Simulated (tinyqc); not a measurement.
Inside a calculation. Model: fully depleted semiconductor-on-insulator film with two gates, non-linear Poisson equation by Newton steps.

Numbers from tinyqc (`OMP_NUM_THREADS=1 python tinyqc.py 2190054 2190055 out.jsonl`; about 0.4 s on one thread of a shared Intel Xeon 2.30GHz). Printed values are rounded.

One dimension across the film, front interface at x = 0, back interface at x = ts. psi is counted from the intrinsic level, n = ni exp(psi/Vt) (source grounded), holes neglected, acceptors ionised. Gates act through Cox = eps0 eox/tox and Cbox = 3.9 eps0/tb with potentials G1 = Vg - (phiM - chi - Vt ln(Nc/ni)) and G2 = Vb - (phiB - chi - Vt ln(Nc/ni)). Classical Boltzmann densities, no interface charge, no depletion in the back plane.

Parameters, values chosen for the exercise; band and dielectric values close to those of In0.53Ga0.47As: temperature T = 300 K; band gap Eg = 0.745 eV; relative permittivity eps_r = 13.9; conduction-band density of states at T Nc = 2.09e17 cm^-3; valence-band density of states at T Nv = 7.74e18 cm^-3; electron affinity chi = 4.58 eV; relative permittivity of the gate insulator (close to silicon dioxide) eox = 3.9; insulator thickness tox = 1.3 nm; film thickness ts = 28 nm; buried-oxide thickness (eps_r 3.9) tb = 130 nm; acceptor density of the film Na = 1e15 cm^-3; work function of the front gate phiM = 5.23 eV; work function of the back plane phiB = 5.28 eV; back-gate voltage Vb = 1.5 V; front-gate voltage Vg = 0.81 V.

Constants: q = 1.602176634e-19 C, kB = 1.380649e-23 J/K, Vt = kB T/q, eps0 = 8.8541878128e-14 F/cm where lengths are in cm. Results are converted to the units shown.

## Capacitances and gate potentials

ni = sqrt(Nc Nv) exp(-Eg/(2 Vt)), Eg in volts; Cox, Cbox, G1, G2 as defined; Cs = eps0 eps_r/ts; a = eps0 eps_r/h with h = ts/10; coupling ratio of a depleted film Cs Cbox/(Cox (Cs + Cbox)).

ni = 7.026176e11 cm^-3
Cox = 2.656256 uF/cm^2
Cbox = 0.02656256 uF/cm^2
Cs = 0.4395472 uF/cm^2
a = 4.395472 uF/cm^2
G1 = 0.4858136 V
G2 = 1.125814 V
coupling ratio = 0.009430122

## Iteration 1: density, residual and Jacobian diagonal

| node | psi at the start (V) |
|---|---|
| 0 | 0.07 |
| 1 | 0.07 |
| 2 | 0.07 |
| 3 | 0.07 |
| 4 | 0.07 |
| 5 | 0.07 |
| 6 | 0.07 |
| 7 | 0.07 |
| 8 | 0.07 |
| 9 | 0.07 |
| 10 | 0.07 |

Nodes 0 to 10, h = ts/10, box widths w = h (h/2 at both ends), a = eps0 eps_r/h. F_i = a (psi_(i+1) - 2 psi_i + psi_(i-1)) - q w_i (n_i + Na); F_0 = a (psi_1 - psi_0) + Cox (G1 - psi_0) - q w_0 (n_0 + Na); F_10 = a (psi_9 - psi_10) + Cbox (G2 - psi_10) - q w_10 (n_10 + Na). Diagonal b_i = -2 a - q w_i n_i/Vt, with -a - Cox and -a - Cbox in place of -2 a at the ends.

| node | n (cm^-3) | residual F (C/cm^2) | diagonal b (F/cm^2) |
|---|---|---|---|
| 0 | 1.053579e13 | 1.104485e-6 | -7.051737e-6 |
| 1 | 1.053579e13 | -4.533359e-11 | -8.790962e-6 |
| 2 | 1.053579e13 | -4.533359e-11 | -8.790962e-6 |
| 3 | 1.053579e13 | -4.533359e-11 | -8.790962e-6 |
| 4 | 1.053579e13 | -4.533359e-11 | -8.790962e-6 |
| 5 | 1.053579e13 | -4.533359e-11 | -8.790962e-6 |
| 6 | 1.053579e13 | -4.533359e-11 | -8.790962e-6 |
| 7 | 1.053579e13 | -4.533359e-11 | -8.790962e-6 |
| 8 | 1.053579e13 | -4.533359e-11 | -8.790962e-6 |
| 9 | 1.053579e13 | -4.533359e-11 | -8.790962e-6 |
| 10 | 1.053579e13 | 2.802245e-8 | -4.422044e-6 |

## Iteration 1: Newton step

Solve a d_(i-1) + b_i d_i + a d_(i+1) = -F_i for all nodes. Each component d is damped to sign(d) Vt ln(1 + |d|/Vt) before it is added.

| node | Newton step d, before damping (V) | psi after iteration 1 (V) |
|---|---|---|
| 0 | 0.4215991 | 0.1437087 |
| 1 | 0.4251015 | 0.1439103 |
| 2 | 0.4286159 | 0.1441109 |
| 3 | 0.4321424 | 0.1443108 |
| 4 | 0.4356810 | 0.1445097 |
| 5 | 0.4392318 | 0.1447079 |
| 6 | 0.4427947 | 0.1449052 |
| 7 | 0.4463697 | 0.1451016 |
| 8 | 0.4499570 | 0.1452973 |
| 9 | 0.4535564 | 0.1454921 |
| 10 | 0.4571680 | 0.1456861 |

## Course of the Newton iteration

Stop when the largest undamped |d| is below 1e-9 V, or after 80 iterations.

Course of the iteration:

| iteration | largest \|F\| (C/cm^2) | largest \|d\| (V) |
|---|---|---|
| 1 | 1.10e-6 | 0.457 |
| 2 | 9.10e-7 | 0.380 |
| 3 | 7.27e-7 | 0.289 |
| 4 | 5.58e-7 | 0.182 |
| 5 | 4.01e-7 | 0.0951 |
| 6 | 2.44e-7 | 0.0380 |
| 7 | 9.06e-8 | 9.09e-3 |
| 8 | 9.25e-9 | 7.46e-4 |
| 9 | 8.44e-11 | 5.90e-6 |
| 10 | 8.95e-15 | 1.13e-9 |
| 11 | < 1e-18 | < 1e-13 |

Converged in 11 iterations.

## Electron sheet density, centroid and oxide fields

| node | converged psi (V) |
|---|---|
| 0 | 0.4017652 |
| 1 | 0.3711115 |
| 2 | 0.3527702 |
| 3 | 0.3404905 |
| 4 | 0.3319844 |
| 5 | 0.3261966 |
| 6 | 0.3225839 |
| 7 | 0.3208641 |
| 8 | 0.3209158 |
| 9 | 0.3227427 |
| 10 | 0.3264740 |

n_i = ni exp(psi_i/Vt); N_inv = sum w_i n_i with w = ts/10, halved at the ends; centroid sum w n x/N_inv; fields (G1 - psi_0)/tox and (G2 - psi_10)/tb.

| node | n (cm^-3) |
|---|---|
| 0 | 3.945272e18 |
| 1 | 1.205363e18 |
| 2 | 5.929213e17 |
| 3 | 3.687294e17 |
| 4 | 2.653450e17 |
| 5 | 2.121194e17 |
| 6 | 1.844551e17 |
| 7 | 1.725831e17 |
| 8 | 1.729290e17 |
| 9 | 1.855916e17 |
| 10 | 2.144082e17 |

N_inv = 1.523165e12 cm^-2
centroid = 6.207484 nm
field in the front oxide = 0.6465262 MV/cm
field in the buried oxide = 0.06148766 MV/cm

The centroid lies at 0.22 of the film, near the front interface. A 400-interval mesh gives N_inv = 1.457e12 cm^-2; this mesh is 4.5 % above it.
